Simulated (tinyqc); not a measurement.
Effective charge: two electrons on one impurity (helium-like model).

Units Ha* = 2 Ry m/eps^2 and a* = a0 eps/m. One electron is bound by Z^2/2. Two electrons in the singlet built from exp(-a r) and exp(-b r): S = 8 (ab)^(3/2)/(a + b)^3, h_aa = a^2/2 - Z a, h_bb alike, h_ab = S (ab/2 - Z (a + b)/2), J = ab (a^2 + 3ab + b^2)/(a + b)^3, K = 20 (ab)^3/(a + b)^5, E = (h_aa + h_bb + 2 S h_ab + J + K)/(1 + S^2). For a = b this is a^2 - 2 Z a + 5a/8. Real double donors are deeper, since the central cell is left out.

Inputs chosen for the exercise (out of a larger set: near those of impurities in Si; not measured data): m = 0.31 m0 (one mean mass); eps = 12 (dielectric constant); Zs = (0.98, 1.03, 1.22, 1.6, 1.85, 2.78, 3.61) (charges).

Ha* = 58.5801 meV

Binding of the first electron, of the second (-E - Z^2/2) with equal and with unequal orbitals, and U, the first less the second (unequal).

Results (meV):

| Z | first | second, equal | second, unequal | a/b | U | U/(Z Ha*) |
|---|---|---|---|---|---|---|
| 0.98 | 28.1 | -2.03 | 0.42 | 3.92 | 27.7 | 0.483 |
| 1.03 | 31.1 | -0.92 | 1.38 | 3.39 | 29.7 | 0.492 |
| 1.22 | 43.6 | 4.65 | 6.64 | 2.59 | 37.0 | 0.517 |
| 1.60 | 75.0 | 22.12 | 23.87 | 2.07 | 51.1 | 0.545 |
| 2.78 | 226.4 | 130.30 | 131.85 | 1.62 | 94.5 | 0.580 |
| 3.61 | 381.7 | 255.26 | 256.76 | 1.51 | 125.0 | 0.591 |

Give the missing row, Z = 1.85.

Computed row:
```
Z     first  second, equal  second, unequal   a/b     U  U/(Z Ha*)
1.85  100.2          38.23            39.91  1.91  60.3      0.557
```

Equal orbitals bind a second electron only above Z = (5/16)/(1 - 1/sqrt2) = 1.067; unequal ones do so in 7 of the 7 rows. Their gain is 2.45 meV in the first row and 1.50 in the last, while the second binding grows to 257 meV, so the gain decides the matter only near Z = 1. U grows almost linearly with Z: U/(Z Ha*) goes from 0.483 to 0.591, towards 5/8, while the first binding grows as Z^2. Angular correlation is left out: at Z = 1 this function binds the second electron by 0.0133 Ha*, half the exact 0.0278.

Run: tinyqc, `OMP_NUM_THREADS=1 python tinyqc.py 1282793 1282794 out.jsonl`; Intel(R) Xeon(R) Processor @ 2.30GHz, one thread, shared host; about 0.05 s of CPU time with all checks.
